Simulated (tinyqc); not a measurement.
Inside a calculation: double quantum well by finite differences. Values are carried at full precision from step to step, so a last printed digit may differ when a step is redone from the rounded ones.

Finite differences on points z_i at the centres of cells of width h: H_ii = (c/h^2)(1/m_(i-1/2) + 1/m_(i+1/2)) + V_i, H_(i,i+1) = -(c/h^2)/m_(i+1/2), where m_(i+1/2) is the mean of the masses at the two points (the end values are repeated outwards), psi = 0 on the points beyond both ends, c = hbar^2/2m0. The field adds e F (z - z0) with z0 the middle of the structure; 1 kV/cm = 1e-5 eV/angstrom.

Constants: hbar^2/2m0 = 3.80998211 eV angstrom^2.

Values chosen for the exercise (near those of a strained Si well in SiGe; the results hold for these values, not for the real material): layers = ((12, 0.19, 0.962), (16, 0, 0.931), (4, 0.19, 0.962), (12, 0, 0.931), (12, 0.19, 0.962)) (each layer: thickness in angstrom, band edge in eV, mass in m0); F = 0 kV/cm (field along z); h = 4 angstrom (cell width of the coarse grid); hf = 0.25 angstrom (cell width of the fine grid).

## The coarse grid

List the points, the potential with the field, and the masses.

Grid:
```
i,z (angstrom),V (eV),m (m0)
1,2.0,0.1900,0.9620
2,6.0,0.1900,0.9620
3,10.0,0.1900,0.9620
4,14.0,0.0000,0.9310
5,18.0,0.0000,0.9310
6,22.0,0.0000,0.9310
7,26.0,0.0000,0.9310
8,30.0,0.1900,0.9620
9,34.0,0.0000,0.9310
10,38.0,0.0000,0.9310
11,42.0,0.0000,0.9310
12,46.0,0.1900,0.9620
13,50.0,0.1900,0.9620
14,54.0,0.1900,0.9620
```

## The tridiagonal Hamiltonian

Form the diagonal and the neighbouring elements; V in the grid already includes the field.

diagonal H_ii (eV): 0.6851  0.6851  0.6891  0.5074  0.5115  0.5115  0.5074  0.6932  0.5074  0.5115  0.5074  0.6891  0.6851  0.6851

H_(i,i+1) (eV): -0.2475  -0.2475  -0.2516  -0.2558  -0.2558  -0.2558  -0.2516  -0.2516  -0.2558  -0.2558  -0.2516  -0.2475  -0.2475

## Lowest levels on the coarse grid

Diagonalise the symmetric tridiagonal matrix; give the three lowest levels and the weights u_i^2 (sum 1) of the two lowest.

levels (eV): 0.0458  0.0888  0.2033

weights on the points:
```
,1,2,3,4,5,6,7,8,9,10,11,12,13,14
level 1,0.001,0.005,0.022,0.100,0.179,0.206,0.163,0.078,0.099,0.086,0.048,0.011,0.002,0.000
level 2,0.001,0.007,0.027,0.095,0.119,0.068,0.007,0.015,0.142,0.248,0.199,0.056,0.014,0.002
```

## Halving the cell width

The same with h, h/2, ..., h/32. The end points move with h, since psi vanishes half a cell beyond the structure. Richardson value (4 E(h/32) - E(h/16))/3.

Convergence:
```
cell (angstrom),points,E1 (eV),E2 (eV),E1 - finest (meV)
4.0000,14,0.04582,0.08883,-3.422
2.0000,28,0.04829,0.09323,-0.948
1.0000,56,0.04898,0.09446,-0.262
0.5000,112,0.04917,0.09483,-0.073
0.2500,224,0.04922,0.09495,-0.018
0.1250,448,0.04924,0.09499,0.000
```

Richardson values of E1, E2 (eV): 0.04925  0.09501

The coarse grid is 3.4 meV too low in E1. The last differences between rows shrink by a factor 3.1 (4 for a pure h^2 error, 2 for one linear in h).

## Positions and dipoles on the fine grid

With h sum psi^2 = 1: <z - z0> of three levels, |z_12| and |z_13|, the mass m1 from 1/m1 = <1|1/m|1>, and f_1j = (m1/c)(E_j - E_1) z_1j^2.

levels (eV): 0.0492  0.0949  0.2169

<z - z0> (angstrom): -2.8  3.9  -3.5

|z_12|, |z_13| (angstrom): 8.30  1.61

m1 = 0.9353 m0

f_12, f_13: 0.773  0.107

Parity is broken, so the 1-3 transition is allowed, with 0.14 times the strength of 1-2. E2 - E1 = 45.7 meV, a wavelength of 27.1 micrometre (hc = 1239.841984 eV nm). Level 3 lies above the lowest point of the outer barriers, so it is a resonance or a state of the finite grid, and values that rest on it depend on the ends of the grid.

## Checks

- E1 at zero field on the grid h/32 against transfer matrices between the same hard ends, eV: both 0.0492.

Run: tinyqc, `OMP_NUM_THREADS=1 python tinyqc.py 1282327 1282328 out.jsonl`; Intel(R) Xeon(R) Processor @ 2.30GHz, one thread, shared host; about 0.03 s of CPU time with all checks.
